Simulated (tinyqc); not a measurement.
G0W0 on RHF in the sto-3g basis, for B+, spin multiplicity 1, step by step. One step of it, computed by the program tinyqc.

Task: G0W0 on Hartree-Fock: LUMO. W(p,q,m) = sqrt2 sum_ia (pq|ia) (X+Y)_ia,m; Sigma_c(x) = sum_(i,m) W^2/(x - e_i + w_m) + sum_(a,m) W^2/(x - e_a - w_m); solve x = e_p + Sigma_c(x) by Newton steps; Z = 1/(1 - dSigma/dx); 1 hartree = 27.211386 eV.

orbital energies (hartree): MO1 -7.986287, MO2 -0.849252, MO3 -0.200518, MO4 -0.200518, MO5 -0.200518

Two-electron integrals over orbitals (pq|rs), unique and non-zero (hartree):
```
(11|11) 2.897294    (21|11) -0.324303   (21|21) 0.057850    (22|11) 0.742479
(22|21) -0.018490   (22|22) 0.525885    (31|31) 0.021414    (32|31) 0.027489
(32|32) 0.112771    (33|11) 0.742089    (33|21) -0.011529   (33|22) 0.533524
(33|33) 0.586773    (41|41) 0.021414    (42|41) 0.027489    (42|42) 0.112771
(43|43) 0.031630    (44|11) 0.742089    (44|21) -0.011529   (44|22) 0.533524
(44|33) 0.523513    (44|44) 0.586773    (51|51) 0.021414    (52|51) 0.027489
(52|52) 0.112771    (53|53) 0.031630    (54|54) 0.031630    (55|11) 0.742089
(55|21) -0.011529   (55|22) 0.533524    (55|33) 0.523513    (55|44) 0.523513
(55|55) 0.586773
```

excitation energies w (hartree): 0.844087  0.844087  0.844087  7.828543  7.828543  7.828543

X + Y:
```
             1          2          3         4         5         6
1>3  -0.012390  -0.000026   0.000000  0.000000  0.997256  0.000000
1>4   0.000026  -0.012390   0.000015  0.000000  0.000000  0.997256
1>5   0.000000  -0.000015  -0.012390  0.997256  0.000000  0.000000
2>3   0.876668   0.001868  -0.000002  0.000000  0.001174  0.000000
2>4  -0.001868   0.876667  -0.001053  0.000000  0.000000  0.001174
2>5   0.000000   0.001053   0.876669  0.001174  0.000000  0.000000
```

Give: The 12 largest terms at x = e_p; Newton steps; quasiparticle energy of the LUMO; Hartree-Fock value.

Result:

The 12 largest terms at x = e_p (hartree; W for the signs of X + Y given):
```
q  m         W      term
2  1    0.1393    0.0130
2  5    0.0390  1.79e-04
1  1    0.0337  1.32e-04
1  5    0.0302  5.86e-05
2  2  2.97e-04  5.90e-08
1  2  7.18e-05  5.97e-10
```

Newton steps (hartree):
```
step        x  Sigma_c(x)       Z
0     -0.2005      0.0134  0.9913
1     -0.1873      0.0133  0.9915
2     -0.1873      0.0133  0.9915
```

quasiparticle energy of the LUMO = -5.0956 eV

Hartree-Fock value = -5.4564 eV
